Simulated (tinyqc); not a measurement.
What moves the results: polytypes by hexagonality, and a cubic inclusion as a quantum well. A value that a table varies takes the place of the one given here.

Gap: E3 + (Es - E3) h/hs for h up to hs, then linear from Es to E2 at h = 1. Valence top Ev2 h and polarisation P2 h, both counted from 3C; Ec = Ev + gap.

A cubic inclusion of width L = N d in the host (h = 0.5) is a well of depth V = Ec(host) - Ec(3C). Square well with mass mismatch: k tan(k L/2) = (m_w/m_b) q, k = sqrt(m_w E/c), q = sqrt(m_b (V - E)/c), c = hbar^2/2m0, lowest root. The depth of the level, V - E, is its binding, and the transition to the valence top of the host is gap(host) - (V - E). The step in polarisation gives a field |F| = |P|/(eps eps0) in a thin inclusion, eps0 = 8.8541878e-12 F/m.

Constants: hbar^2/2m0 = 3.80998211 eV angstrom^2.

Values chosen for the exercise (of the order of those of SiC; not measured data): E3 = 2.376 eV (gap of the cubic polytype); E2 = 3.308 eV (gap of 2H); Ev2 = 0.107 eV (valence top of 2H above that of 3C); P2 = -0.0355 C/m^2 (spontaneous polarisation of 2H); Es = 3.294 eV (gap at the hexagonality hs); hs = 0.5 (hexagonality up to which the first line holds); m = (0.293, 0.334) m0 (electron mass along c in the cubic layer and in the host); d = 2.516 angstrom (thickness of a double layer); eps = 10.1 (dielectric constant); N = 3 (double layers in the cubic inclusion).

## Width of the inclusion

Without the field: square well. With it, the potential inside is |F| (z - L/2), the host conduction edge lies at V - |F| L/2 on one side and V + |F| L/2 on the other, and the lowest level E_F is found by finite differences (step 0.25 angstrom, wide box, good to about 1 meV). Holes sit in the host on the high side, so the transition is gap(host) - V + E_F - |F| L/2. A dash: bound by less than 2 meV or not at all.

Results:

| N | L (angstrom) | depth (eV) | transition (eV) | depth below the low side, with field (eV) | transition with field (eV) |
|---|---|---|---|---|---|
| 1 | 2.52 | 0.110 | 3.184 | 0.087 | 3.157 |
| 2 | 5.03 | 0.308 | 2.986 | 0.260 | 2.934 |
| 3 | 7.55 | 0.473 | 2.821 | 0.401 | 2.744 |
| 4 | 10.06 | 0.590 | 2.704 | 0.495 | 2.599 |
| 6 | 15.10 | 0.733 | 2.561 | 0.594 | 2.401 |
| 8 | 20.13 | 0.809 | 2.485 | 0.631 | 2.263 |
| 12 | 30.19 | 0.883 | 2.411 | 0.648 | 2.047 |

The square well binds a level even at N = 1 (110 meV), as any symmetric one-dimensional well does; the depth grows to 883 of 972 meV, and the transition tends to E3 - Ev(host) = 2.322 eV. With the field the level is bound by 2 meV or more for N = 1, 2, 3, 4, 6, 8 and 12, and the transition is lowered by 26 meV at N = 1 and 364 meV at N = 12, where |F| L/2 = 300 meV. Free carriers or surface charge screen the field and the step between the two sides, and the attraction to the hole, left out here, binds the electron further.

## The same inclusion in several hosts

h from the stacking: 8H 1/4, 6H 1/3, 15R 2/5, 4H 1/2, 9R 2/3, 2H 1. V = Ec(host) - Ec(3C); square-well level from k tan(k L/2) = (m_w/m_b) q, k = sqrt(m_w E/c), q = sqrt(m_b (V - E)/c), L = N d; |F| = |P|/(eps eps0), eps0 = 8.8541878e-12 F/m.

Results:

| host | h | gap (eV) | V (eV) | depth (eV) | \|F\| (MV/cm) |
|---|---|---|---|---|---|
| 8H | 0.250 | 2.835 | 0.486 | 0.165 | 0.99 |
| 6H | 0.333 | 2.988 | 0.648 | 0.259 | 1.32 |
| 15R | 0.400 | 3.110 | 0.777 | 0.341 | 1.59 |
| 4H | 0.500 | 3.294 | 0.972 | 0.473 | 1.98 |
| 9R | 0.667 | 3.299 | 0.994 | 0.488 | 2.65 |
| 2H | 1.000 | 3.308 | 1.039 | 0.520 | 3.97 |

From 8H to 4H the well deepens by a factor of 2.00 and the bound level by 2.86, between the limits of a wide well (as V) and a thin one (as V^2); in 4H the level keeps 49 % of V; from 4H to 2H the gap gains only 14 meV while the field doubles. The depths leave the field out, although its drop |F| L reaches 300 meV in 2H.

## What each parameter does

Well depth, depth of the level, transition without the field and field. Each row changes one parameter from the base and keeps the others.

Results:

| case | V (eV) | depth (eV) | transition (eV) | \|F\| (MV/cm) |
|---|---|---|---|---|
| base | 0.9715 | 0.4726 | 2.8214 | 1.985 |
| N = 4 | 0.9715 | 0.5902 | 2.7038 | 1.985 |
| Ev2 = 0.137 eV | 0.9865 | 0.4832 | 2.8108 | 1.985 |
| E3 = 2.356 eV | 0.9915 | 0.4867 | 2.8073 | 1.985 |
| E2 = 3.338 eV | 0.9715 | 0.4726 | 2.8214 | 1.985 |
| P2 = -0.0461 C/m^2 | 0.9715 | 0.4726 | 2.8214 | 2.578 |
| eps = 11.1 | 0.9715 | 0.4726 | 2.8214 | 1.806 |
| m = (0.352, 0.334) m0 | 0.9715 | 0.4863 | 2.8077 | 1.985 |

The largest shifts from the base row, up to three for each result and ties (the steps differ in size, so this ranks the rows, not the parameters). V (eV): E3 +0.0200, Ev2 +0.0150; unchanged at the printed digits by N, E2, P2, eps and m. depth (eV): N +0.1176, E3 +0.0141, m +0.0137; unchanged at the printed digits by E2, P2 and eps. transition (eV): N -0.1176, E3 -0.0141, m -0.0137; unchanged at the printed digits by E2, P2 and eps. |F| (MV/cm): P2 +0.593, eps -0.179; unchanged at the printed digits by N, Ev2, E3, E2 and m.

Run: tinyqc, `OMP_NUM_THREADS=1 python tinyqc.py 1850228 1850229 out.jsonl`; Intel(R) Xeon(R) Processor @ 2.30GHz, one thread, shared host; about 0.02 s of CPU time with all checks.
